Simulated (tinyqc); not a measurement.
Electron mobility in a silicon inversion layer, empirical terms and Matthiessen rule: two steps of the calculation.

Inversion layer of sheet density Ns on a uniformly doped body, under a high-permittivity gate with an interlayer. The mobility terms are empirical power laws with prefactors chosen for the exercise; adding their inverses (Matthiessen) is itself an approximation.

Values chosen for this exercise; material values close to those of silicon: temperature T = 250 K; relative permittivity of the semiconductor eps_r = 11.8; body doping Nb = 7.2e17 cm^-3; weight of the inversion charge in the effective field eta = 0.5; phonon-limited mobility at 1 MV/cm and 300 K Ap = 456 cm^2/(V s); roughness-limited mobility at 1 MV/cm As = 742 cm^2/(V s); exponent of the roughness term gs = 2; Coulomb prefactor Ac = 2600 cm^2/(V s); charge at the interface Nit = 5.9e11 cm^-2; remote-phonon mobility without interlayer Ar = 320 cm^2/(V s); interlayer thickness ti = 1.3 nm; decay length of remote phonons lr = 0.9 nm; inversion density Ns = 2e12 cm^-2; ratio W/L WL = 1; drain voltage Vd = 0.01 V; measured linear current I = 0.616 uA.

Constants: q = 1.602176634e-19 C, eps0 = 8.8541878128e-14 F/cm where lengths are in cm. Results are converted to the units shown.

Question 1. Mobility terms and their sum. With t = T/(300 K): muC = Ac (Ns/1e12 cm^-2) t/(Nb/1e17 cm^-3 + Nit/1e11 cm^-2), muP = Ap E^(-1/3) t^(-1.75), muS = As E^(-gs), muR = Ar exp(2 ti/lr)/t; 1/mu is the sum of the inverses.

E = 0.68408767 MV/cm

Find: terms; mu; shares of 1/mu.

Answer 1.

terms (cm^2/(V s)): Coulomb 330.8, phonon 712.0, roughness 1586, remote phonon 6902
mu = 192.2 cm^2/(V s)
shares of 1/mu (%): Coulomb 58.10, phonon 26.99, roughness 12.12, remote phonon 2.785

The Coulomb term limits most.

Question 2. Inversion density for the measured current. I = (W/L) q Ns mu Vd. E = q (Ndep + eta Ns)/(eps0 eps_r) in MV/cm. Ns(new) = I/((W/L) q mu Vd).

Ns at the start = 1e12 cm^-2
Ndep = 3.4609988e12 cm^-2

Give: E; mu; Ns after iteration 1.

Answer 2.

E = 0.60741 MV/cm
mu = 124.41 cm^2/(V s)
Ns after iteration 1 = 3.0905e12 cm^-2

Numbers from tinyqc (`OMP_NUM_THREADS=1 python tinyqc.py 2510041 2510042 out.jsonl`; about 0.01 s on one thread of a shared Intel Xeon 2.30GHz).
